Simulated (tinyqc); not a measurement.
# Changing the Stoner parameter I

Model: Stoner model of a band magnet at zero temperature. Computed by tinyqc, a small Python program. Command: `OMP_NUM_THREADS=1 python tinyqc.py 3012098 3012099 out.jsonl stoner sweep`. One thread of a shared host (Intel(R) Xeon(R) Processor @ 2.30GHz), about 0.02 s of CPU time with the checks.

Five orbitals per spin share one band; u = (E - E_bottom)/W runs from 0 to 1, and the states per spin, atom and energy are g = 5 d(u)/W with d = (3/2) sqrt(u). N(u) is the integral of d from 0. The moment m = n_up - n_down (electrons per atom) moves the fillings to n +/- m/10; the energy is E(m) = E_band(m) - I m^2/4.

Inputs (values chosen for the exercise, for a model d band): band width W = 3.5 eV; filling n per spin orbital = 0.53; start moment m0 = 0.71 mu_B; largest number of steps = 600.

Density of states: free-electron (square root).

Method. Solve N(u_F) = n; g_F = 5 d(u_F)/W; the Stoner product is I g_F. Split the bands by Delta = I m, find the common Fermi level that keeps 10 n electrons, and read m(out) = 5 [N(u + Delta/(2W)) - N(u - Delta/(2W))], N clipped to 0 and 1. Start from m0 (at most 0.9 m_max, m_max = 10 min(n, 1 - n)); stop when m changes by less than 1e-8; moments under 1e-5 count as 0.

One run for each value:
```
Stoner parameter I (eV)  moment m (mu_B)  Stoner product I g_F
0.356                             0.0000                0.6174
0.439                             0.0000                0.7613
0.522                             0.0000                0.9052
0.605                             3.8049                1.0492
0.688                             4.7000                1.1931
0.770                             4.7000                1.3353
0.853                             4.7000                1.4792
0.936                             4.7000                1.6232
1.020                             4.7000                1.7688
1.100                             4.7000                1.9076
```

What does the table show, and why?

Over the rows, moment m (mu_B) rises from 0 to 4.70, flat over part of the range; Stoner product I g_F rises from 0.617 to 1.91 (exponent d ln y / d ln x about 1.0 throughout). The moment appears between I = 0.522 and 0.605 eV, where I g_F goes from 0.91 to 1.05.

Extremes, crossings and ranges named in words are read from the listed rows.
